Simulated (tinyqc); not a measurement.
Trap density from the barrier height.

Problem. In a partly depleted grain with all boundary traps filled, 2 N W = Qt and VB = q N W^2/(2 eps0 eps_r). Find Qt, W and the doping at which VB would equal Vt.

Values chosen for this exercise:
```
symbol  value  unit                meaning
T         300     K            temperature
eps_r    11.7        relative permittivity
```

Constants: q = 1.602176634e-19 C, kB = 1.380649e-23 J/K, Vt = kB T/q, eps0 = 8.8541878128e-14 F/cm where lengths are in cm. Results are converted to the units shown.

doping = 1.5e18 cm^-3
barrier height = 0.051553072 V

Answer. Eliminating W gives VB = q Qt^2/(8 eps0 eps_r N), which falls as 1/N.

Qt = 2.000e12 cm^-2
W = 6.667 nm
doping for VB = Vt = 2.991e18 cm^-3

tinyqc, about 0.01 s, one thread, Intel Xeon 2.30GHz (shared host): `OMP_NUM_THREADS=1 python tinyqc.py 2830135 2830136 out.jsonl`
